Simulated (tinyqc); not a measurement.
What each parameter does: donor level screened by free carriers (Yukawa potential).

Screening wave number: Debye ks^2 = 4 pi q n/(eps kB T); Thomas-Fermi ks^2 = 6 pi q n/(eps EF) with EF = c (3 pi^2 n/gv)^(2/3)/m, c = hbar^2/2m0; the two are joined by 1/ks^2 = sqrt(1/ks_D^4 + 1/ks_TF^4). 1e18/cm^3 = 1e-6/angstrom^3, q = e^2/(4 pi eps0).

Potential -(q/(eps r)) exp(-ks r), q = e^2/(4 pi eps0). In units Ry* = Ry m/eps^2 and a* = a0 eps/m the problem is [-Laplacian - 2 exp(-x r)/r] psi = E psi with x = ks a*.

Converged values use 18 functions exp(-z r), z = 1.55^i, i = -11 to 6: S = 2/A^3, H = z_i z_j S - 2/(A + x)^2, A = z_i + z_j.

Constants: e^2/(4 pi eps0) = 14.39964547 eV angstrom; kB = 8.617333262e-05 eV/K; hbar^2/2m0 = 3.80998211 eV angstrom^2; Ry = 13.60569312 eV; a0 (Bohr radius) = 0.5291772105 angstrom.

Parameters, chosen for this exercise (near those of a donor in InP, with one mean mass; the results hold for these values, not for the real material): m = 0.082 m0 (mass); eps = 12.5 (dielectric constant); gv = 1 (valleys); T = 200 K (temperature); n = 0.043 x 1e18/cm^3 (free-carrier density).

Ry* = Ry m/eps^2, a* = a0 eps/m, x = ks a* with the joined ks; converged binding.

Results for these values:
```
case  1/ks (angstrom)      x  binding in Ry*  binding (meV)
base            168.2  0.480           0.315           2.25
```

What happens to each result for n = 0.0645 x 1e18/cm^3, all else kept?

Answer: 1/ks falls from 168.2 to 138.4; x rises from 0.480 to 0.583; binding in Ry* falls from 0.315 to 0.226; binding falls from 2.25 to 1.61.

The same for each parameter in turn:
```
case                    1/ks (angstrom)      x  binding in Ry*  binding (meV)
base                              168.2  0.480           0.315           2.25
n = 0.0645 x 1e18/cm^3            138.4  0.583           0.226           1.61
T = 260 K                         191.0  0.422           0.373           2.66
m = 0.092 m0                      167.8  0.428           0.366           2.94
eps = 11.5                        161.4  0.460           0.334           2.82
gv = 2                            167.1  0.483           0.312           2.23
```

tinyqc: `OMP_NUM_THREADS=1 python tinyqc.py 1250918 1250919 out.jsonl`; about 0.03 s, one thread, shared Intel(R) Xeon(R) Processor @ 2.30GHz.
